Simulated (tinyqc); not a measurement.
From results back to parameters: band folding and unfolding in a supercell of a chain. Five cases, with inputs chosen for the exercise.

Problem. A chain with hopping -t and site energies alternating +V, -V has E = -/+ sqrt(V^2 + 4 t^2 cos^2(ka)); the lower state has weight (1 + 2t cos(ka)/|E|)/2 on k and the rest on k + pi/a. The gap at ka = pi/2 and the full spread at k = 0 come from hidden t and V.

Find: V, t; weight of the lowest state on k = 0.

Method. The gap is 2V and the spread 2 sqrt(V^2 + 4t^2).

Case 1.

values (eV): gap 1.16000, spread at k = 0 3.32866

Solution.

V, t (eV): 0.580  0.780

weight of the lowest state on k = 0 = 0.9687

Case 2.

values (eV): gap 0.78000, spread at k = 0 4.82348

Solution.

V, t (eV): 0.390  1.190

weight of the lowest state on k = 0 = 0.9934

Case 3.

values (eV): gap 0.26000, spread at k = 0 4.00844

Solution.

V, t (eV): 0.130  1.000

weight of the lowest state on k = 0 = 0.9989

Case 4.

values (eV): gap 2.10000, spread at k = 0 7.61527

Solution.

V, t (eV): 1.050  1.830

weight of the lowest state on k = 0 = 0.9806

Case 5.

values (eV): gap 1.32000, spread at k = 0 3.16809

Solution.

V, t (eV): 0.660  0.720

weight of the lowest state on k = 0 = 0.9545

Computed by tinyqc, one run a case: `OMP_NUM_THREADS=1 python tinyqc.py N N+1 out.jsonl` with N = 1451208, 1451212, 1451270, 1451331, 1451352; one thread of a shared Intel(R) Xeon(R) Processor @ 2.30GHz, about 0.01 s a run at most.
